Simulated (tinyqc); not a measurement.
Worked calculation: density of states of one tight-binding band on the simple cubic lattice. Values are carried at full precision from step to step, so a last printed digit may differ when a step is redone from the rounded ones.

E(k) = -2 t (c1 + c2 + c3) - 4 t2 (c1 c2 + c2 c3 + c3 c1) with ci = cos(2 pi ki); k in fractions of the reciprocal vectors, mesh k_i = j/N with j = 0 .. N-1. Densities are per cell and per spin, so the band holds one state.

Inputs chosen for the exercise: t = 2.14 eV (nearest hopping); t2 = -0.4 eV (second hopping); N = 5 (mesh points along each axis); bins = 6 (bins of the histogram); E_lo = -8.113 eV (lower end of the histogram); E_hi = 17.717 eV (upper end); E = 3.98 eV (energy at which the density is wanted); sigma = 0.642 eV (Gaussian width).

## Energies on the mesh

Evaluate the band at all 125 points and collect equal values.

Distinct energies:

| E_k (eV) | points |
|---|---|
| -8.0400 | 1 |
| -7.2937 | 6 |
| -6.0863 | 6 |
| -5.7835 | 12 |
| -3.5094 | 8 |
| -3.3400 | 24 |
| 0.1702 | 24 |
| 1.1035 | 12 |
| 5.8498 | 24 |
| 13.5294 | 8 |

The 125 points give 10 distinct energies between -8.0400 and 13.5294 eV; a dense mesh gives a band from -8.040 to 17.640 eV.

## Histogram

Count the points in equal bins from E_lo to E_hi; g = count/(all points x bin width).

Histogram:

| from (eV) | to (eV) | points | g (1/eV) |
|---|---|---|---|
| -8.1130 | -3.8080 | 25 | 0.0465 |
| -3.8080 | 0.4970 | 56 | 0.1041 |
| 0.4970 | 4.8020 | 12 | 0.0223 |
| 4.8020 | 9.1070 | 24 | 0.0446 |
| 9.1070 | 13.4120 | 0 | 0.0000 |
| 13.4120 | 17.7170 | 8 | 0.0149 |

Empty bins: 1 of 6; the fullest holds 56 points. Empty bins inside the band come from the coarse mesh, not from gaps.

## Gaussian broadening at one energy

Gaussian broadening: g(E) = mean over the mesh of exp(-(E - E_k)^2/(2 sigma^2))/(sigma sqrt(2 pi)), n(E) = mean of erfc((E_k - E)/(sigma sqrt 2))/2.

Sum over the distinct energies with their counts.

n(E) = 0.7443
g(E) = 0.0017 1/eV

## One tetrahedron of the mesh

For corner energies e1 <= e2 <= e3 <= e4 and eij = ei - ej, the share of the tetrahedron below E is n = (E - e1)^3/(e21 e31 e41) for e1 < E < e2; n = [e21^2 + 3 e21 x + 3 x^2 - (e31 + e42) x^3/(e32 e42)]/(e31 e41) with x = E - e2 for e2 < E < e3; n = 1 - (e4 - E)^3/(e41 e42 e43) for e3 < E < e4; its density of states is g = dn/dE.

corner energies, sorted (eV): -5.7835  -3.5094  0.1702  5.8498

Find its share below E and its density of states at E.

n = 0.9894
g = 0.0170 1/eV

E lies between corners 3 and 4.

## Sum over all linear tetrahedra

Each cube of the mesh, corners numbered 0 to 7 as the binary number (i j l), is cut into six tetrahedra around the diagonal 0-7: 0137, 0157, 0237, 0267, 0457, 0467. For corner energies e1 <= e2 <= e3 <= e4 and eij = ei - ej, the share of the tetrahedron below E is n = (E - e1)^3/(e21 e31 e41) for e1 < E < e2; n = [e21^2 + 3 e21 x + 3 x^2 - (e31 + e42) x^3/(e32 e42)]/(e31 e41) with x = E - e2 for e2 < E < e3; n = 1 - (e4 - E)^3/(e41 e42 e43) for e3 < E < e4; its density of states is g = dn/dE.

Average n and g over all pieces of the mesh. The reference uses the same method with N = 36.

n(E) = 0.8080
g(E) = 0.0456 1/eV
reference n(E) = 0.791
reference g(E) = 0.038 1/eV

On this mesh the linear method errs by +0.007 1/eV in g and +0.017 in n; the Gaussian sum erred by -0.036 and -0.047.

## Checks

- States below the top of the band by the linear method against one: both 1.000000.

Run: tinyqc, `OMP_NUM_THREADS=1 python tinyqc.py 1682454 1682455 out.jsonl`; Intel(R) Xeon(R) Processor @ 2.30GHz, one thread, shared host; about 0.3 s of CPU time with all checks.
